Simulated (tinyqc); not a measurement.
Gain against bias and Miller's formula: avalanche multiplication and breakdown of a junction from ionisation integrals. Computed by tinyqc, a small Python program. Command: `OMP_NUM_THREADS=1 python tinyqc.py 3023804 3023805 out.jsonl impact walk`. One thread of a shared host (Intel(R) Xeon(R) Processor @ 2.30GHz), about 0.02 s of CPU time with the checks.

Ionisation coefficients follow the local field. Position x runs through the depletion layer from the p side (x = 0), where electrons enter, to the n side (x = w), where holes enter. The built-in voltage is neglected.

Inputs (values chosen for the exercise, modelled on GaAs): electron prefactor a_n = 194000 1/cm; electron field b_n = 585000 V/cm; hole prefactor a_p = 241000 1/cm; hole field b_p = 657000 V/cm; exponent c = 1.8; permittivity eps = 12.9; doping N of the lightly doped side = 6.1e+14 1/cm^3; layer width W = 9.3 micrometre.

Junction: punch-through p+ n- n+.

Constants: e = 1.602176634e-19 C; eps_0 = 8.8541878128e-12 F/m.

Method:
- alpha_n = a_n exp(-(b_n/F)^c), alpha_p = a_p exp(-(b_p/F)^c).
- Field F = F_m - e N x/(eps eps_0) over the layer, w = W, V = F_m W - e N W^2/(2 eps eps_0); valid while F > 0 at x = W.
- With Phi(x) = int_0^x (alpha_n - alpha_p) dx': 1 - 1/M_n = I_n = int_0^w alpha_n exp(-Phi) dx and M_p = M_n exp(-Phi(w)); trapezoid rule on 401 even points; breakdown at I_n = 1.
- Solve I_n(F_m) = 1.
- Miller's exponent n is defined by 1 - 1/M = (V/V_B)^n for the larger M.

breakdown voltage = 220.537 V

critical field F_m = 0.276925 MV/cm

Gain:
```
V/V_B   V (V)  F_m (MV/cm)     M_n     M_p  Miller exponent n
0.50   110.27      0.15836   1.000  1.0000             11.100
0.60   132.32      0.18207   1.007  1.0010              9.794
0.70   154.38      0.20578   1.048  1.0108              8.665
0.80   176.43      0.22950   1.224  1.0673              7.613
0.90   198.48      0.25321   1.996  1.3728              6.600
0.95   209.51      0.26507   3.714  2.1164              6.116
0.98   216.13      0.27218   8.989  4.4640              5.837
0.99   218.33      0.27455  17.817  8.4160              5.747
```

What does the comparison show, and why?

The larger gain passes 2 between 0.900 and 0.950 of V_B and reaches 17.8 at 0.99. Miller's exponent runs from 5.7 to 11, so it is not a constant: a fit holds over a narrow range only. From the first row to the last the voltage grows by a factor 1.98 and the peak field by 1.73.

Extremes, crossings and ranges named in words are read from the listed rows.
